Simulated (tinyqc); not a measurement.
Luttinger-Kohn k.p, four valence bands, step by step. Computed by tinyqc, a small Python program that keeps every step. Settings: g1 = 3.79, g2 = 0.62, g3 = 0.99. Command: `OMP_NUM_THREADS=1 python tinyqc.py 21995 21996 out.jsonl` (the two numbers bound the seeds that draw the settings). One thread of a shared host (Intel(R) Xeon(R) Processor @ 2.60GHz), about 0.01 s of CPU time with the checks.

## Bloch Hamiltonian at k

Luttinger parameters chosen for this model; energies are counted downward from the top of the valence band:
```
parameter     value  unit
g1         3.790000
g2         0.620000
g3         0.990000
```

k point k (1/angstrom): -0.001000  0.023000  0.020000

P = c g1 k^2, Q = c g2 (kx^2 + ky^2 - 2 kz^2), R = c sqrt3 [-g2 (kx^2 - ky^2) + 2i g3 kx ky], S = 2 c sqrt3 g3 (kx - i ky) kz, c = hbar^2/2m = 3.809982 eV angstrom^2; rows [P+Q, -S, R, 0], [-S*, P-Q, 0, R], [R*, 0, P-Q, S], [0, R*, S*, P+Q]. The path ends lie at |k| = 0.03 1/angstrom.

H(k) at k (eV), lower triangle (Hermitian):
```
                     3/2                 1/2                 -1/2      -3/2
3/2             0.012791
1/2   0.000261-0.006010i            0.014067
-1/2  0.002160+0.000301i            0.000000             0.014067
-3/2            0.000000  0.002160+0.000301i  -0.000261+0.006010i  0.012791
```

## Levels at k

Diagonalise the Hermitian matrix.

eigenvalues (eV): 0.006998  0.006998  0.019860  0.019860

## Bands along a path

The same steps at evenly spaced points between the labelled ones.

Bands along the path (eV):
```
k               band 1    band 2    band 3    band 4
[111]         0.006206  0.006206  0.019785  0.019785
[111]-G 0.33  0.002758  0.002758  0.008793  0.008793
[111]-G 0.67  0.000690  0.000690  0.002198  0.002198
G             0.000000  0.000000  0.000000  0.000000
G-[100] 0.33  0.000972  0.000972  0.001916  0.001916
G-[100] 0.67  0.003886  0.003886  0.007666  0.007666
[100]         0.008744  0.008744  0.017248  0.017248
```

## Hole masses

E = c [g1 k^2 -/+ 2 sqrt(g2^2 k^4 + 3 (g3^2 - g2^2)(kx^2 ky^2 + ky^2 kz^2 + kz^2 kx^2))] with c = hbar^2/2m, and m* = hbar^2 k^2 / (2 E).

Masses (electron masses):
```
direction     heavy     light
[100]      0.392157  0.198807
[110]      0.508486  0.178146
[111]      0.552486  0.173310
```
